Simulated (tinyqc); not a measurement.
## Trap spacing and activation energy from three currents

Inverse problem. In its exponential range, without heating, an amorphous layer of thickness ua passes I = (I0/2) exp[-(Ea - q V dz/(2 ua))/kB T]. Find dz, Ea and I0.

Parameters, values chosen for the exercise:
- ua = 21 nm (amorphous thickness)

Constants: q = 1.602176634e-19 C, kB = 1.380649e-23 J/K. Results are converted to the units shown.

I at (0.59 V, 300 K), (0.88 V, 300 K) and (0.88 V, 340 K) (nA): 197.57743  905.54124  2059.6178

Answer. The two voltages give dz/ua, the two temperatures the lowered barrier.

dz = 5.70 nm
Ea = 0.300 eV
I0 = 1.96 mA

Numbers from tinyqc (`OMP_NUM_THREADS=1 python tinyqc.py 2490101 2490102 out.jsonl`; about 0.01 s on one thread of a shared Intel Xeon 2.30GHz).
